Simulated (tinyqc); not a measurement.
Convergence with the mesh: Heisenberg magnet: exchange from energy differences, ordering vector, linear spin waves and ordering temperature. Computed by tinyqc, a small Python program. Command: `OMP_NUM_THREADS=1 python tinyqc.py 3011666 3011667 out.jsonl magnon sweep`. One thread of a shared host (Intel(R) Xeon(R) Processor @ 2.30GHz), about 0.5 s of CPU time with the checks.

H = -sum over pairs <ij> J_ij S_i.S_j - K sum_i (S_i^z)^2, each pair once, J > 0 ferromagnetic. First neighbours: 6 at a (1, 0, 0), second: 12 at a (1, 1, 0), with all permutations and signs.

Inputs (values chosen for the exercise, for a model magnet):
```
quantity                  value  unit
exchange J1               0.124   meV
exchange J2              0.0062   meV
spin S                      3.5     -
single-ion anisotropy K  0.0055   meV
temperature T               9.5     K
```

Lattice: simple cubic. Order: ferromagnetic.

Constants: k_B = 8.617333262e-05 eV/K.

Method:
- J(q) = J1 g1(q) + J2 g2(q), g_s(q) = sum over shell s of cos(q.R).
- g_s(q) = sum over shell s of cos(q.R), z1 = g1(0). E(q) = S [J(0) - J(q)] + (2S - 1) K, J(q) = J1 g1 + J2 g2. The factor 2S - 1 removes the anisotropy for S = 1/2.
- Mesh: q = sum_i (m_i + 1/2)/n b_i, m_i = 0..n-1, b = [[1, 0, 0], [0, 1, 0], [0, 0, 1]] in 2 pi/a; <..> is the mean over the mesh.
- n = 1/(exp(E/(k_B T)) - 1); no zero-point loss; thermal loss <n>; moment = S less the losses.
- K left out. Mean field: k_B T = S (S + 1) J(Q)/3 at the ordering vector Q; random-phase (Tyablikov): k_B T = [S (S + 1)/3] / <1/(J(Q) - J(q))>; Curie-Weiss theta = S (S + 1) J(0)/(3 k_B).

One run for each value:
```
mesh divisions n  random-phase ordering temperature (K)  thermal loss  zero-point loss
4                                                39.808       0.08816                0
6                                                37.688       0.10539                0
8                                                36.763       0.11233                0
12                                               35.900       0.11740                0
16                                               35.489       0.11885                0
24                                               35.089       0.11943                0
```

What does the table show, and why?

Over the rows, random-phase ordering temperature (K) falls from 39.8 to 35.1 (exponent d ln y / d ln x -0.13 between the first rows and -0.028 between the last); thermal loss rises from 0.0882 to 0.119 (exponent d ln y / d ln x 0.44 between the first rows and 0.012 between the last); zero-point loss does not change. The sum over 1/(J(Q) - J(q)) has an integrable 1/q^2 peak, so its error falls as 1/n; extrapolating the last two rows in 1/n gives 34.32 K.

Caution (rows 4, 6, 8): doubling the mesh changes the thermal sum by more than 3 %, so it is not fully converged.

Extremes, crossings and ranges named in words are read from the listed rows.
